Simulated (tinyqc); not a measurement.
Six-band hole subbands of a thin body in a field: one step. Its levels. Two cases, with inputs chosen for the exercise.

Problem. Diagonalise; the levels come in pairs. Give each pair and its weights on X, Y, Z, summed over spin and averaged over the pair.

Case 1.

H (meV), rows X+, Y+, Z+, X-, Y-, Z- and columns alike:
```
[[108.8254, 95.5190+14.6667i, 43.6195, 0, 0, -14.6667],
 [95.5190-14.6667i, 108.8254, 43.6195, 0, 0, 14.6667i],
 [43.6195, 43.6195, 169.4782, 14.6667, -14.6667i, 0],
 [0, 0, 14.6667, 108.8254, 95.5190-14.6667i, 43.6195],
 [0, 0, 14.6667i, 95.5190+14.6667i, 108.8254, 43.6195],
 [-14.6667, -14.6667i, 0, 43.6195, 43.6195, 169.4782]]
```

Case 2.

H (meV), rows X+, Y+, Z+, X-, Y-, Z- and columns alike:
```
[[25.5052, 81.8596+15.0000i, 0, 0, 0, -15.0000],
 [81.8596-15.0000i, 25.5052, 0, 0, 0, 15.0000i],
 [0, 0, 80.4265, 15.0000, -15.0000i, 0],
 [0, 0, 15.0000, 25.5052, 81.8596-15.0000i, 0],
 [0, 0, 15.0000i, 81.8596+15.0000i, 25.5052, 0],
 [-15.0000, -15.0000i, 0, 0, 0, 80.4265]]
```

Give: levels; weights.

Solution.

Case 1.

levels (meV): [10.71, 122.65, 253.77]

weights, rows X, Y, Z; columns pair 1, pair 2, pair 3:
```
[[0.495, 0.188, 0.317],
 [0.495, 0.188, 0.317],
 [0.011, 0.623, 0.366]]
```

Case 2.

levels (meV): [-59.05, 74.15, 116.35]

weights, rows X, Y, Z; columns pair 1, pair 2, pair 3:
```
[[0.495, 0.094, 0.410],
 [0.495, 0.094, 0.410],
 [0.010, 0.811, 0.179]]
```

Computed by tinyqc, one run a case: `OMP_NUM_THREADS=1 python tinyqc.py N N+1 out.jsonl` with N = 1252051, 1252101; one thread of a shared Intel(R) Xeon(R) Processor @ 2.30GHz, about 0.5 s a run at most.
